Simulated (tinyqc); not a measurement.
## Gate voltage for a wanted density

Question. A HEMT has a barrier of thickness d, permittivity eb and off voltage Voff; energies are counted from the channel band edge at the interface. F = q (eta ns + Nb)/(eps0 ec) in eV/nm; E_k = a_k (C F^2/me)^(1/3), a_0 = 2.338107, a_1 = 4.087949, C = hbar^2/(2 m0); D = me m0 q/(pi hbar^2); ns = D Vt [ln(1 + exp((EF - E_0)/Vt)) + ln(1 + exp((EF - E_1)/Vt))], which gives EF = E_0 + Vt ln{2 s/[(1 + u) + sqrt((1 + u)^2 + 4 u s)]} with s = exp(ns/(D Vt)) - 1, u = exp((E_0 - E_1)/Vt). Charge control: ns + Nb = eps0 eb (Vg - Voff - EF)/(q d). Find E_0, E_1, EF and the Vg that gives this ns.

Values chosen for this exercise; material values close to those of AlGaN on GaN:

| symbol | value | unit | meaning |
|---|---|---|---|
| T | 77 | K | temperature |
| d | 11 | nm | barrier thickness |
| me | 0.22 | m0 | electron mass in the channel |
| ec | 9.55 |  | relative permittivity of the channel |
| eta | 0.5 |  | share of ns that counts in the confining field |
| Nb | 1.6e10 | cm^-2 | depletion charge of the buffer |

Constants: q = 1.602176634e-19 C, kB = 1.380649e-23 J/K, hbar = 1.054571817e-34 J s, m0 = 9.1093837015e-31 kg, Vt = kB T/q, eps0 = 8.8541878128e-14 F/cm where lengths are in cm, hbar^2/(2 m0) = 0.0380998212 eV nm^2. Results are converted to the units shown.

ns = 1.44e12 cm^-2
eb = 9.35
Voff = -3.5561289 V

Solution. In this direction nothing needs iterating: ns fixes the field, the levels and EF, and the charge-control relation gives Vg.

E_0 = 0.07551 eV
E_1 = 0.1320 eV
EF = 0.09051 eV
Vg = -3.156 V

Numbers from tinyqc (`OMP_NUM_THREADS=1 python tinyqc.py 2180042 2180043 out.jsonl`; about 0.01 s on one thread of a shared Intel Xeon 2.30GHz).
